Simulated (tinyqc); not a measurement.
Dopant redistribution at a moving silicon-oxide interface during parabolic oxidation: one step, computed by the program tinyqc. Command: `OMP_NUM_THREADS=1 python tinyqc.py 3024016 3024017 out.jsonl segox walk`. One thread of a shared host (Intel(R) Xeon(R) Processor @ 2.30GHz), about 0.01 s of CPU time with the checks.

Uniformly doped silicon is oxidised with x_ox = sqrt(B t); the interface advances into the silicon by alpha x_ox, alpha = 0.44. The dopant does not move in the oxide, and at the interface C(silicon) = m C(oxide).

Question. Dose moved. Consumed silicon held alpha x_ox C_B; the oxide holds x_ox times the dopant concentration in the oxide; the difference is the excess in the silicon; 1 um = 1e-4 cm.

Inputs (values chosen for the exercise, modelled on antimony in silicon under steam): oxidation activation energy E_B = 0.774 eV; bulk doping C_B = 1.7e+17 1/cm^3; temperature T = 900 C.

oxide thickness = 0.3166944 um

concentration in the oxide = 7.408687e+16 1/cm^3

Give: dopant in the consumed silicon; dopant in the oxide; excess in the silicon.

Answer.

dopant in the consumed silicon = 2.369e+12 1/cm^2

dopant in the oxide = 2.346e+12 1/cm^2

excess in the silicon = 2.258e+10 1/cm^2

Caution: in this case the oxide is not much thicker than a typical Deal-Grove length A, so real growth is slower than parabolic. Caution: parabolic growth needs an oxide much thicker than the Deal-Grove length A, which fails for thin films and low temperatures; oxidation-enhanced or retarded diffusion is ignored.
